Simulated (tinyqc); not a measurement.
Double-gate transistor below threshold, two-dimensional Poisson equation on a small mesh: one step of the calculation.

Half of a symmetric double-gate structure: row 0 is the mid-plane of the body, where the normal field vanishes. Mobile charge is neglected (subthreshold), the body is fully depleted, and potentials are counted from the intrinsic level; rows run upward to the gate, columns from source to drain.

Question. Barrier, swing and barrier lowering. The barrier is read along row 0, the path farthest from the gate. Take the node j of lowest psi: barrier Vbi - psi_j; swing Vt ln 10/(d psi_j/dVg); DIBL = (d psi_j/dVd)/(d psi_j/dVg). The derivatives solve the same equations with s = 0 and a unit change of that voltage.

Inputs (values chosen for the exercise):
```
symbol,value,unit,meaning
T,293,K,temperature
Vbi,0.57,V,potential of the source
```

Constants: q = 1.602176634e-19 C, kB = 1.380649e-23 J/K, Vt = kB T/q. Results are converted to the units shown.

converged psi (V):
```
,j=0,j=1,j=2,j=3,j=4
row 0,0.57000000,0.13726883,0.06226503,0.21179408,0.87000000
row 1,0.57000000,0.12989961,0.05774658,0.20119407,0.87000000
row 2,0.57000000,0.10735446,0.04457358,0.16867996,0.87000000
row 3,-0.03000000,-0.03000000,-0.03000000,-0.03000000,-0.03000000
```

d psi/dVg on row 0: j=0 0.00000000, j=1 0.72141955, j=2 0.87000191, j=3 0.72141955, j=4 0.00000000
d psi/dVd on row 0: j=0 0.0000000, j=1 0.0150815, j=2 0.0649990, j=3 0.2634990, j=4 1.0000000

Give: j; barrier; swing; DIBL.

Answer.

j = 2
barrier = 0.5077 V
swing = 66.82 mV/decade
DIBL = 74.71 mV/V

Computed by the program tinyqc: `OMP_NUM_THREADS=1 python tinyqc.py 2480060 2480061 out.jsonl`, one thread of a shared Intel Xeon 2.30GHz, about 0.1 s for the whole run.
